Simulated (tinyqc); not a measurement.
Strain and the order of the valence edges: six-band k.p model of the valence band of a wurtzite crystal.

At k = 0: E1 = D1c + D2c + Te + Le (pure HH); E2, E3 = Le + u +/- sqrt(u^2 + 2 D3c^2), u = (D1c - D2c + Te)/2, D1c = Dcr, D2c = D3c = Dso/3. The weight of LH in state 2 is fL = (E2 - Le)^2/((E2 - Le)^2 + 2 D3c^2). Relative strengths of transitions to the conduction band: for E perpendicular to c (TE) 1/2, fL/2, (1 - fL)/2; for E along c (TM) 0, 1 - fL, fL, with one momentum element for both directions.

Strain of a c-plane layer: exx = eyy = e_par, ezz = -2 (C13/C33) e_par; Le = D1 ezz + D2 (exx + eyy), Te = D3 ezz + D4 (exx + eyy).

Conduction edge: Ec = (top of the unstrained valence band) + Eg + (a1 + D1) ezz + (a2 + D2)(exx + eyy).
Constants: kB = 8.617333262e-05 eV/K.

Values chosen for the exercise (near those of GaN; shifted at random, so the results belong to these values and not to a real crystal): Dcr = 0.0158 eV (crystal-field splitting); Dso = 0.0167 eV (spin-orbit splitting); Eg = 3.501 eV (direct gap at Gamma from the top of the unstrained valence band); a1 = -4.71 eV (gap potential along c); a2 = -11.74 eV (gap potential in the plane); D1 = -3.71 eV; D2 = 4.66 eV; D3 = 7.93 eV; D4 = -4.06 eV; C13 = 107 GPa; C33 = 408 GPa; T = 100 K (temperature).

Edges from the unstrained top. Degree of polarisation (TE - TM)/(TE + TM), each state weighted by exp(E/kT) alone (equal densities of states).

Results:
```
e_par (%)  E1 (meV)  E2 (meV)  E3 (meV)     fL  lowest transition (eV)  polarisation
-0.80           8.1      -2.5    -112.1  0.995                  3.5708         0.995
-0.60           6.1      -4.3     -89.7  0.991                  3.5534         0.992
-0.20           2.0      -7.4     -45.6  0.956                  3.5185         0.945
0.00            0.0      -6.9     -25.6  0.772                  3.5010         0.654
0.20           -2.0       4.6     -16.6  0.164                  3.4769        -0.420
0.40           -4.1      25.2     -16.7  0.037                  3.4368        -0.923
0.60           -6.1      47.2     -18.2  0.015                  3.3953        -0.983
0.80           -8.1      69.5     -19.9  0.008                  3.3536        -0.992
```

Give the missing row, e_par (%) = -0.40.

Computed row:
```
e_par (%)  E1 (meV)  E2 (meV)  E3 (meV)     fL  lowest transition (eV)  polarisation
-0.40           4.1      -6.1     -67.5  0.983                  3.5359         0.984
```

E1 = E2 requires Dcr + Te = 0, which here falls at e_par = 0.13 %, inside the sweep: state 1 is on top for smaller e_par and state 2 beyond. The polarisation goes from +1.00 to -0.99 and changes sign between 0.00 and 0.20 %; the lowest transition moves by -136 meV per 1 % on average.

(tinyqc, `OMP_NUM_THREADS=1 python tinyqc.py 1080442 1080443 out.jsonl`, Intel(R) Xeon(R) Processor @ 2.30GHz, 1 thread, shared host, about 0.01 s.)
